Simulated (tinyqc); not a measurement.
# p-type polysilicon, carrier trapping at grain boundaries: effects of single changes

One-dimensional grains of size Lg, uniform ionised doping N, monovalent traps Qt at each boundary at a depth Et below (for electrons) or above (for holes) the band edge there, abrupt depletion of width W on each side of a boundary, Boltzmann statistics. xi is the distance from the band edge at the grain centre to the Fermi level. Trapped charge Qt/(1 + exp((xi + VB - Et)/Vt)) = 2 N W, barrier VB = q N W^2/(2 eps0 eps_r).

Parameters, values chosen for the exercise; values of the order met in polycrystalline silicon: temperature T = 300 K; relative permittivity eps_r = 11.7; valence-band density of states at T NB = 2.65e19 cm^-3; grain size Lg = 260 nm; trap density of a grain boundary Qt = 6.1e11 cm^-2; depth of the trap level from the majority band edge at the boundary Et = 0.48 eV; mass for thermionic emission ms = 0.37 m0; correction factor of the emission rate fe = 0.12; mobility inside the grains mug = 190 cm^2/(V s); doping N = 1e16 cm^-3.

Constants: q = 1.602176634e-19 C, kB = 1.380649e-23 J/K, m0 = 9.1093837015e-31 kg, Vt = kB T/q, eps0 = 8.8541878128e-14 F/cm where lengths are in cm. Results are converted to the units shown.

Each table varies one quantity; the others keep the values above.

## Effect of the doping

If the trap equation with xi = Vt ln(NB/N) has a root W < Lg/2, the grain is partly depleted; otherwise W = Lg/2 and the trap equation gives xi = Et - VB + Vt ln(Qt/(N Lg) - 1). N* = Qt/Lg. n0 = NB exp(-xi/Vt); mean density n0 (1 - 2 W/Lg) by charge balance in a partly depleted grain, and n0 (sqrt(pi)/2) erf(u)/u with u = sqrt(VB/Vt) in a fully depleted one; v = sqrt(kB T/(2 pi ms m0)); barrier resistivity Vt exp(VB/Vt)/(q fe n0 v Lg); grain resistivity (1 - 2 W/Lg)/(q n0 mug); effective mobility 1/(q mean density total resistivity). Rows with xi above 0.45 V, towards mid-gap, are left out, since the other carrier type is ignored.

Effect of the doping:
columns A: N (cm^-3); B: N/N*; C: depleted share 2 W/Lg; D: VB (V); E: xi (V); F: mean density (cm^-3); G: resistivity (ohm cm); H: effective mobility (cm^2/(V s))
```
A            B        C         D        E         F        G       H
5.2e15  0.2216    1.000   0.06796   0.4445  4.828e11  1.794e5   72.05
1.1e16  0.4689    1.000    0.1438   0.3395  1.973e13  5.788e4   5.467
2.3e16  0.9803   0.9028    0.2450   0.1822  2.235e15     6636  0.4207
4.8e16   2.046   0.4880    0.1494   0.1632  2.457e16    79.17   3.208
1e17     4.262   0.2346   0.07193   0.1442  7.654e16    2.141   38.09
2.1e17   8.951   0.1117   0.03425   0.1251  1.865e17   0.3485   96.02
4.5e17   19.18  0.05214   0.01599   0.1054  4.265e17   0.1174   124.6
9.4e17   40.07  0.02496  0.007653  0.08632  9.165e17  0.05080   134.1
```

What does the table show?

As N goes from 5.2e15 to 9.4e17, VB goes from 0.0680 through a maximum of 0.245 (at N = 2.3e16 among the rows listed) to 0.00765 V, the resistivity falls from 1.79e5 to 0.0508 ohm cm and the effective mobility goes from 72.0 through a minimum of 0.421 (at N = 2.3e16 among the rows listed) to 134 cm^2/(V s). The steepest fall of the resistivity among the rows, as N^(-6.0), lies between N = 2.3e16 and 4.8e16 cm^-3; N* = 2.35e16 cm^-3. While the grain is fully depleted VB grows as N; once the traps are full it falls as 1/N. For N = 4.5e17, 9.4e17 VB is below Vt, where abrupt depletion and thermionic emission are rough. For N = 2.3e16 the grain is near the changeover between partial and full depletion, within a few Debye lengths, where both limits are rough.

## Effect of the trap density of a grain boundary

Same model as above.

N* = Qt/Lg.

Effect of the trap density of a grain boundary:
columns A: Qt (cm^-2); B: N/N*; C: depleted share 2 W/Lg; D: VB (V); E: xi (V); F: mean density (cm^-3); G: resistivity (ohm cm); H: effective mobility (cm^2/(V s))
```
A             B       C        D       E         F        G      H
2e11      1.300  0.7689  0.07726  0.2038  2.311e15    23.98  112.6
3.4e11   0.7647   1.000   0.1307  0.3188  4.592e13  1.572e4  8.647
5.7e11   0.4561   1.000   0.1307  0.3539  1.185e13  6.092e4  8.647
9.7e11   0.2680   1.000   0.1307  0.3753  5.174e12  1.395e5  8.647
1.6e12   0.1625   1.000   0.1307  0.3917  2.741e12  2.633e5  8.647
2.8e12  0.09286   1.000   0.1307  0.4082  1.446e12  4.991e5  8.647
4.7e12  0.05532   1.000   0.1307  0.4227  8.273e11  8.725e5  8.647
8e12    0.03250   1.000   0.1307  0.4370  4.746e11  1.521e6  8.647
```

Read the table: what changes, and by how much?

As Qt goes from 2e11 to 8e12, VB rises from 0.0773 to 0.131 V, the resistivity rises from 24.0 to 1.52e6 ohm cm and the effective mobility falls from 113 to 8.65 cm^2/(V s). For Qt = 2e11 the grain is near the changeover between partial and full depletion, within a few Debye lengths, where both limits are rough.

Numbers from tinyqc (`OMP_NUM_THREADS=1 python tinyqc.py 2830245 2830246 out.jsonl`; about 0.01 s on one thread of a shared Intel Xeon 2.30GHz).
